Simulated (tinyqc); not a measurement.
IGBT as a p-i-n diode in series with a MOS channel, on-state and switching loss: one step of the calculation.

High injection (n = p) in a drift layer from x = -W/2 (anode) to +W/2 (cathode side), recombination only in the layer with lifetime tau, ideal emitters. The channel feeds the cathode side and carries the whole current. Auger recombination, carrier-carrier scattering, emitter losses and the carrier dip under the p body are left out.

Problem. Stored charge, losses and the unipolar alternative. Stored charge tau J, turn-off energy Eoff = ks tau J Vdc, loss at half duty 0.5 J Von + f Eoff. A unipolar device on the same layer has Vu = J (W/(q mn Nd) + Rch).

Inputs (values chosen for the exercise); material values close to those of silicon: electron mobility mn = 1400 cm^2/(V s); width of the drift layer W = 110 um; doping of the drift layer Nd = 7.2e13 cm^-3; high-injection lifetime tau = 1.1 us; current density J = 100 A/cm^2; channel and accumulation resistance Rch = 0.99 mohm cm^2; link voltage Vdc = 600 V; turn-off energy per stored charge and link voltage ks = 0.09; switching frequency f = 2 kHz.

Constants: q = 1.602176634e-19 C. Results are converted to the units shown.

Von = 1.0140099 V

Find: stored charge; Eoff; conduction loss; switching loss; Vu.

Solution.

stored charge = 110.00 uC/cm^2
Eoff = 5.9400 mJ/cm^2
conduction loss = 50.700 W/cm^2
switching loss = 11.880 W/cm^2
Vu = 68.211 V

Both losses would be equal at f = 8.54 kHz.

tinyqc, about 0.01 s, one thread, Intel Xeon 2.30GHz (shared host): `OMP_NUM_THREADS=1 python tinyqc.py 2590113 2590114 out.jsonl`
